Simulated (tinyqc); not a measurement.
## Ideality, resistance and saturation current from three points

Inverse problem. Well above I0 a diode obeys V = n Vt ln(I/I0) + Rs I. Find n, Rs and I0.

Inputs (values chosen for the exercise):
- T = 300 K (temperature)

Constants: q = 1.602176634e-19 C, kB = 1.380649e-23 J/K, Vt = kB T/q. Results are converted to the units shown.

I (A): [0.00091, 0.0083, 0.075]
V (V): [0.11476738, 0.26177707, 1.0609193]

Answer. The equation is linear in a = n Vt, Rs and c = -a ln I0; three points give a 3 x 3 system.

n = 1.150
Rs = 11.00 ohm
I0 = 2.684e-5 A

Program tinyqc, `OMP_NUM_THREADS=1 python tinyqc.py 2640093 2640094 out.jsonl`; Intel Xeon 2.30GHz, shared host, one thread, about 0.01 s.
